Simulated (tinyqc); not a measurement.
Weak link from the transmission.

Problem. An infinite chain has hopping -t with t = 1 eV and site energy 0; E = -2 t cos(k) with E = -1.53 eV. One bond has the hopping -y t with 0 < y < 1, so T(E) = 4 y^2 sin^2 k/[(1 - y^2)^2 + 4 y^2 sin^2 k]. Find y and the hopping y t.

T(E) = 0.19692070

Solution. With b = |sin k| sqrt(1/T(E) - 1), (1 - y^2)/(2 y) = b, whose root below 1 is sqrt(b^2 + 1) - b.

y = 0.3400
y t = 0.3400 eV

tinyqc, about 0.01 s, one thread, Intel Xeon 2.30GHz (shared host): `OMP_NUM_THREADS=1 python tinyqc.py 2660041 2660042 out.jsonl`
